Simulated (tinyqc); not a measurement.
Orbital energy against energy difference: ionisation energy by orbital energies and by energy differences in the 6-31g basis, for BeH2, spin multiplicity 1. Computed by the program tinyqc with PySCF. 

Geometry (angstrom):
```
atom,x,y,z
Be,0.0000,0.0000,0.0000
H,0.0000,1.2710,0.0000
H,0.0000,-1.3240,0.0000
```

CCSD(T) difference in the same basis = 11.7083 eV

IP-EOM-CCSD = 11.7441 eV

The cation is unrestricted; errors are against CCSD(T) in this basis, not against experiment.

First vertical ionisation energy (eV):
```
method,-e(HOMO),E(cation) - E,error of -e(HOMO),error of the difference
HF,12.278,11.46382,0.570,-0.244
LDA,7.446,11.77511,-4.263,0.067
PBE,7.471,11.79709,-4.238,0.089
B3LYP,8.668,12.04881,-3.040,0.341
PBE0,8.859,11.98162,-2.849,0.273
CAM-B3LYP,10.358,12.14233,-1.350,0.434
LC-wPBE,11.840,12.29458,0.132,0.586
```

Koopmans errs by +0.57 eV and Delta-HF by -0.24 eV: relaxation, 0.81 eV, lowers the value and the missing correlation difference works against it. The PBE level is off by -4.2 eV through the wrong tail of its potential, though its energy difference is off by +0.09 eV; exact exchange deepens the level, and among the orbital energies LC-wPBE comes closest; among the differences LDA does.
